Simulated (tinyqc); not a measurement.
Worked calculation: special k points of the fcc lattice. Values are carried at full precision from step to step, so a last printed digit may differ when a step is redone from the rounded ones.

Lattice vectors in units of a: a1 = (0, 1/2, 1/2), a2 = (1/2, 0, 1/2), a3 = (1/2, 1/2, 0); reciprocal vectors b_i with a_i . b_j = 2 pi delta_ij. Mesh: k = sum_i f_i b_i with f_i = (2 j_i + shift)/(2 N), j_i = 0 .. N-1. The point group of the lattice has 48 operations; only those that map the mesh onto itself are used.

Values chosen for the exercise (the lattice of Si, GaAs, Cu and Al; not measured data):
- N = 3 (points along each reciprocal vector)
- shift = 1 (half steps)
- D = 0.84 eV (half gap term)
- t = 0.31 eV (coupling)
- e0 = 1.93 eV (offset)

## Irreducible points and weights

Join points that an operation carries into one another (modulo reciprocal vectors); list each class by its first point in the order of (j1, j2, ...).

Irreducible points:

| f1 | f2 | f3 | weight |
|---|---|---|---|
| 0.1667 | 0.1667 | 0.1667 | 2 |
| 0.1667 | 0.1667 | 0.5000 | 6 |
| 0.1667 | 0.1667 | 0.8333 | 6 |
| 0.1667 | 0.5000 | 0.5000 | 6 |
| 0.1667 | 0.5000 | 0.8333 | 6 |
| 0.5000 | 0.5000 | 0.5000 | 1 |

operations that keep the mesh = 12
irreducible points = 6

The weights add up to 27 = N^3; symmetry saves a factor 4.5. The shift breaks the symmetry of the lattice: only 12 of 48 operations keep the mesh.

## Which stars the mesh integrates

A_m(k) = sum over the m-th star of lattice vectors R of cos(k . R), stars in order of length: m = 1: |R|^2 = 0.5, 12 vectors, such as (1, 0, 0) in the basis a_i; m = 2: |R|^2 = 1, 6 vectors, such as (1, 1, -1) in the basis a_i; m = 3: |R|^2 = 1.5, 24 vectors, such as (2, 0, -1) in the basis a_i; m = 4: |R|^2 = 2, 12 vectors, such as (2, 0, 0) in the basis a_i; m = 5: |R|^2 = 2.5, 24 vectors, such as (2, 1, -1) in the basis a_i; m = 6: |R|^2 = 3, 8 vectors, such as (3, -1, -1) in the basis a_i. The zone mean of every A_m is zero.

Lattice vectors in units of a: a1 = (0, 1/2, 1/2), a2 = (1/2, 0, 1/2), a3 = (1/2, 1/2, 0); f are fractions of the reciprocal vectors. Evaluate the first six A_m at each irreducible point (k . R = 2 pi sum f_i n_i) and form the weighted means.

A_m at the points:
```
      m=1     m=2     m=3     m=4    m=5     m=6
1   9.000   3.000   9.000   3.000  0.000   1.000
2   0.000  -3.000   0.000   0.000  0.000   4.000
3   3.000   0.000  -6.000  -3.000  0.000  -2.000
4  -3.000   3.000  -3.000   3.000  0.000   1.000
5  -3.000   0.000   6.000  -3.000  0.000  -2.000
6   0.000  -6.000   0.000  12.000  0.000  -8.000
```

weighted means: m=1 0.000, m=2 0.000, m=3 0.000, m=4 0.000, m=5 0.000, m=6 0.000

All six means vanish: the mesh is exact for functions whose Fourier series ends within these stars.

## A zone average from the irreducible points

Test function, the lower band of a two-band insulator: E(k) = -sqrt(D^2 + (e0 - t A_1(k))^2).

Lattice vectors in units of a: a1 = (0, 1/2, 1/2), a2 = (1/2, 0, 1/2), a3 = (1/2, 1/2, 0). Evaluate E at each point and take the weighted mean; the reference uses the unshifted mesh with N = 24.

E at the points (eV): -1.2022  -2.1049  -1.3060  -2.9808  -2.9808  -2.1049

weighted mean = -2.2498 eV
reference mean = -2.2438 eV

The error is -5.98 meV with 6 points.

## Checks

- Weighted mean over irreducible points against the plain mean over the whole mesh (eV): both -2.249779.
- Reference mean against a mesh of N = 30 (eV): both -2.2438.

Program tinyqc; command `OMP_NUM_THREADS=1 python tinyqc.py 1680379 1680380 out.jsonl`; about 0.1 s on one thread of a shared Intel(R) Xeon(R) Processor @ 2.30GHz.
